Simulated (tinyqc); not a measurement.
Six-band Luttinger-Kohn model with strain: one step. Strain from a biaxial (001) stress. Five cases, with inputs chosen for the exercise.

Task: s11 = (C11 + C12)/((C11 - C12)(C11 + 2 C12)), s12 = -C12/((C11 - C12)(C11 + 2 C12)), s44 = 1/C44; exx = s11 sxx + s12 (syy + szz) and cyclic, exy = s44 sxy/2; tension is positive. A uniaxial stress X along the unit vector n is s_ij = X n_i n_j. Here sxx = syy = X, all else zero.

Give: s11, s12, s44; strain tensor.

Case 1.

Values chosen (near those of InP; not measured data): C11 = 105.2 GPa; C12 = 55 GPa; C44 = 45.5 GPa; load = biaxial (001) (kind of stress); X = 1.4 GPa (stress).

Result:

s11, s12, s44 (1/TPa): 14.8292  -5.0912  21.9780

strain tensor:
```
          x         y          z
x  0.013633  0.000000   0.000000
y  0.000000  0.013633   0.000000
z  0.000000  0.000000  -0.014255
```

The volume changes by +1.301 %; there is no shear in the cubic axes, so d does not enter.

Case 2.

Values chosen (near those of Si; not measured data): C11 = 165.8 GPa; C12 = 64.4 GPa; C44 = 79.1 GPa; load = biaxial (001) (kind of stress); X = -0.25 GPa (stress).

Result:

s11, s12, s44 (1/TPa): 7.7061  -2.1558  12.6422

strain tensor:
```
           x          y         z
x  -0.001388   0.000000  0.000000
y   0.000000  -0.001388  0.000000
z   0.000000   0.000000  0.001078
```

The volume changes by -0.170 %; there is no shear in the cubic axes, so d does not enter.

Case 3.

Values chosen (near those of Si; not measured data): C11 = 157.9 GPa; C12 = 62.1 GPa; C44 = 83.5 GPa; load = biaxial (001) (kind of stress); X = -1.83 GPa (stress).

Result:

s11, s12, s44 (1/TPa): 8.1406  -2.2979  11.9760

strain tensor:
```
           x          y         z
x  -0.010692   0.000000  0.000000
y   0.000000  -0.010692  0.000000
z   0.000000   0.000000  0.008410
```

The volume changes by -1.297 %; there is no shear in the cubic axes, so d does not enter.

Case 4.

Values chosen (near those of GaP; not measured data): C11 = 136.7 GPa; C12 = 63.4 GPa; C44 = 69.5 GPa; load = biaxial (001) (kind of stress); X = -2.32 GPa (stress).

Result:

s11, s12, s44 (1/TPa): 10.3601  -3.2825  14.3885

strain tensor:
```
           x          y         z
x  -0.016420   0.000000  0.000000
y   0.000000  -0.016420  0.000000
z   0.000000   0.000000  0.015231
```

The volume changes by -1.761 %; there is no shear in the cubic axes, so d does not enter.

Case 5.

Values chosen (near those of Ge; not measured data): C11 = 132.3 GPa; C12 = 48.3 GPa; C44 = 68.5 GPa; load = biaxial (001) (kind of stress); X = -1.8 GPa (stress).

Result:

s11, s12, s44 (1/TPa): 9.3927  -2.5120  14.5985

strain tensor:
```
           x          y         z
x  -0.012385   0.000000  0.000000
y   0.000000  -0.012385  0.000000
z   0.000000   0.000000  0.009043
```

The volume changes by -1.573 %; there is no shear in the cubic axes, so d does not enter.

Computed by tinyqc, one run a case: `OMP_NUM_THREADS=1 python tinyqc.py N N+1 out.jsonl` with N = 1050193, 1050539, 1050697, 1050727, 1051525; one thread of a shared Intel(R) Xeon(R) Processor @ 2.30GHz, about 0.2 s a run at most.
